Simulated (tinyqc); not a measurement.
What moves the results: six-band Luttinger-Kohn model with strain. A value that a table varies takes the place of the one given here.

Six-band Luttinger-Kohn model in the basis |3/2,3/2>, |3/2,1/2>, |3/2,-1/2>, |3/2,-3/2>, |1/2,1/2>, |1/2,-1/2>, electron energies, zero at the top of the unstrained valence band. H = -[rows: (P+Q, -S, R, 0, -S/r2, r2 R); (-S*, P-Q, 0, R, -r2 Q, r32 S); (R*, 0, P-Q, S, r32 S*, r2 Q); (0, R*, S*, P+Q, -r2 R*, -S*/r2); (-S*/r2, -r2 Q, r32 S, -r2 R, P+Dso, 0); (r2 R*, r32 S*, r2 Q, -S/r2, 0, P+Dso)], r2 = sqrt(2), r32 = sqrt(3/2). Levels are twofold.

P = c g1 k^2 - av tr(e); Q = c g2 (kx^2 + ky^2 - 2 kz^2) - (b/2)(exx + eyy - 2 ezz); R = c sqrt3 [-g2 (kx^2 - ky^2) + 2i g3 kx ky] + (sqrt3/2) b (exx - eyy) - i d exy; S = 2 c sqrt3 g3 (kx - i ky) kz - d (exz - i eyz); c = hbar^2/2m0, e the strain tensor (not engineering shear).

s11 = (C11 + C12)/((C11 - C12)(C11 + 2 C12)), s12 = -C12/((C11 - C12)(C11 + 2 C12)), s44 = 1/C44; exx = s11 sxx + s12 (syy + szz) and cyclic, exy = s44 sxy/2; tension is positive. A uniaxial stress X along the unit vector n is s_ij = X n_i n_j.

Constants: hbar^2/2m0 = 3.80998211 eV angstrom^2.

Parameters, chosen for this exercise (near those of Si; the results hold for these values, not for the real material):
```
symbol  value           unit  meaning
Dso     0.043           eV    spin-orbit splitting
g1      4.27                  Luttinger gamma1
g2      0.34                  gamma2
g3      1.45                  gamma3
av      2.48            eV    valence hydrostatic potential
b       -2.05           eV    tetragonal shear potential
d       -4.71           eV    trigonal shear potential
C11     163.4           GPa
C12     63.2            GPa
C44     77.2            GPa
load    uniaxial [111]        kind of stress
X1      0.8             GPa   size of the stress
E_h     60              meV   hole energy below the top
X       -0.36           GPa   stress
```

## Sweep of a uniaxial [111] stress

Edges at k = 0 and curvature masses of the top pair along [110] and [001] (step 0.0002 1/angstrom); at zero stress the top is fourfold and has no single curvature.

Edges and masses:
```
X (GPa)  top (eV)  second (eV)  third (eV)  splitting (meV)  m [110]  m [001]
-1.50      0.0299      -0.0393     -0.0721             69.1    0.143    0.234
-1.00      0.0180      -0.0262     -0.0605             44.1    0.146    0.234
-0.50      0.0074      -0.0131     -0.0501             20.5    0.153    0.234
0.00       0.0000       0.0000     -0.0430              0.0        -        -
0.50       0.0131      -0.0005     -0.0428             13.6    0.355    0.234
1.00       0.0262       0.0062     -0.0497             20.0    0.355    0.234
1.50       0.0393       0.0164     -0.0601             22.9    0.355    0.234
```

The splitting reaches 69.1 meV under compression and 22.9 meV under the same tension; linear shear terms alone would make the two equal, and the difference comes from the coupling to the split-off band. At the ends of the sweep the top pair has a mass along [110] of 0.143 under compression and 0.355 under tension, so compression gives the lighter holes along [110]; along [001] it has 0.234 and 0.234. The top edge itself moves by +30 and +39 meV.

## Which stress helps holes along [110]

Each load has size X1 (biaxial: sxx = syy); masses are curvatures of the top pair at k = 0.

Results:
```
load                         splitting (meV)  top edge (meV)  m [110]  m [001]
uniaxial [110], compression             35.9            14.5    0.120    0.272
uniaxial [110], tension                 18.6            21.6    0.457    0.210
uniaxial [100], compression             40.7            17.5    0.219    0.272
uniaxial [100], tension                 19.3            23.2    0.244    0.217
uniaxial [111], compression             34.4            13.5    0.148    0.234
uniaxial [111], tension                 18.0            20.9    0.355    0.234
biaxial (001), compression              19.3             2.7    0.217    0.279
biaxial (001), tension                  40.7            38.0    0.272    0.183
```

The lightest mass along [110] (0.120) comes with uniaxial [110], compression. The largest splitting (40.7 meV) comes with uniaxial [100], compression; biaxial (001), tension. The heaviest mass along [001] (0.279), which lowers the confinement energy in a (001) channel, comes with biaxial (001), compression. The splitting per GPa follows b (s11 - s12) for loads along cube axes and d s44 for [111]: here 2 |b| (s11 - s12) = 40.9 and |d| s44/sqrt3 = 35.2 meV per GPa in the limit of large Dso; where the splitting nears Dso, mixing with the split-off band makes it depend on the sign of the load.

## Warping of the constant-energy contours (six-band Luttinger-Kohn model)

No strain (e = 0). In the plane kz = 0, |k| where the top and second pairs lie E_h below the top, against the angle from [100]; m = c k^2/E_h.

Contours:
```
angle (degrees)  k top (1/angstrom)  k second (1/angstrom)  m top (m0)  m second (m0)
0                            0.0662                 0.0583       0.279          0.216
9                            0.0702                 0.0581       0.313          0.215
18                           0.0831                 0.0580       0.438          0.213
27                           0.1099                 0.0579       0.767          0.213
36                           0.1628                 0.0579       1.683          0.213
45                           0.2158                 0.0579       2.958          0.213
```

The heavy contour reaches 3.259 times as far along [110] as along [100], the light one 0.993 times. The warping follows g3 - g2 = 1.11 and would vanish for g2 = g3. Along [100] the heavy mass is 1/(g1 - 2 g2) = 0.279 at any energy, while the light one is 0.2156, against 1/(g1 + 2 g2) = 0.2020 at the edge, for E_h/Dso = 1.40.

## What each parameter does

Edges at k = 0 under a uniaxial [111] stress X and the curvature mass of the top pair along [110] (step 0.0002 1/angstrom). Each row changes one parameter from the base and keeps the others.

Results:
```
case              top (eV)  second (eV)  third (eV)  mass (m0)
base                0.0048      -0.0094     -0.0477      0.157
C11 = 196.08 GPa    0.0052      -0.0091     -0.0473      0.157
g3 = 1.74           0.0048      -0.0094     -0.0477      0.147
X = -0.288 GPa      0.0037      -0.0075     -0.0465      0.159
C44 = 92.64 GPa     0.0033      -0.0084     -0.0472      0.159
b = -2.46 eV        0.0048      -0.0094     -0.0477      0.157
C12 = 50.56 GPa     0.0045      -0.0097     -0.0480      0.157
g2 = 0.408          0.0048      -0.0094     -0.0477      0.157
```

The largest shifts from the base row, up to three for each result and ties (the steps differ in size, so this ranks the rows, not the parameters). top (eV): C44 -0.0015, X -0.0012, C11 +0.0003, C12 -0.0003; unchanged at the printed digits by g3, b and g2. second (eV): X +0.0019, C44 +0.0011, C11 +0.0003, C12 -0.0003; unchanged at the printed digits by g3, b and g2. third (eV): X +0.0011, C44 +0.0004, C11 +0.0003, C12 -0.0003; unchanged at the printed digits by g3, b and g2. mass (m0): g3 -0.010, X +0.003, C44 +0.002; unchanged at the printed digits by C11, b, C12 and g2. The Luttinger parameters multiply k^2 and cannot move the edges; av shifts all edges alike and leaves the mass.

tinyqc: `OMP_NUM_THREADS=1 python tinyqc.py 1081258 1081259 out.jsonl`; about 0.04 s, one thread, shared Intel(R) Xeon(R) Processor @ 2.30GHz.
